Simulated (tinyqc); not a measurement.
From results back to parameters: phonon-assisted absorption at an indirect gap. Three cases, with inputs chosen for the exercise.

Problem. One phonon: alpha = A [N (E - Eg + w)^2 + (N + 1)(E - Eg - w)^2], each term only above its threshold, N = 1/(exp(w/kB Tm) - 1). The first two energies lie below the emission threshold and the third above it.

Constants: kB = 8.617333262e-05 eV/K.

Case 1.

Values chosen (out of a larger set: loosely those of AlAs at room temperature; Eg is not tied to T; not measured data): Es = (2.088, 2.144, 2.203) eV (three photon energies); Tm = 250 K.

alpha at the three energies (1/cm): 0.2067337  3.325546  19.14918

Case 2.

Values chosen (out of a larger set: loosely those of AlAs at room temperature; Eg is not tied to T; not measured data): Es = (2.121, 2.175, 2.233) eV (three photon energies); Tm = 250 K.

alpha at the three energies (1/cm): 0.2280681  3.774551  21.89230

Case 3.

Values chosen (out of a larger set: loosely those of SiGe at room temperature; Eg is not tied to T; not measured data): Es = (0.938, 1, 1.061) eV (three photon energies); Tm = 300 K.

alpha at the three energies (1/cm): 0.1907279  2.979420  14.14009

Find: slope sqrt(A N); threshold Eg - w; w; Eg; A.

Solution. sqrt(alpha) at the first two energies is a line with slope sqrt(A N) and intercept Eg - w. The excess at the third energy is A N exp(w/kB Tm) (E - (Eg - w) - 2w)^2, which has one root w with the emission threshold between the second and third energies.

Case 1.

slope sqrt(A N) = 24.45 1/(cm^(1/2) eV)
threshold Eg - w = 2.0694 eV
w = 46.6 meV
Eg = 2.116 eV
A = 4.6e+03 1/(cm eV^2)

Case 2.

slope sqrt(A N) = 27.13 1/(cm^(1/2) eV)
threshold Eg - w = 2.1034 eV
w = 44.6 meV
Eg = 2.148 eV
A = 5.1e+03 1/(cm eV^2)

Case 3.

slope sqrt(A N) = 20.80 1/(cm^(1/2) eV)
threshold Eg - w = 0.9170 eV
w = 52.0 meV
Eg = 0.969 eV
A = 2.8e+03 1/(cm eV^2)

Computed by tinyqc, one run a case: `OMP_NUM_THREADS=1 python tinyqc.py N N+1 out.jsonl` with N = 1680586, 1680606, 1680612; one thread of a shared Intel(R) Xeon(R) Processor @ 2.30GHz, about 0.01 s a run at most.
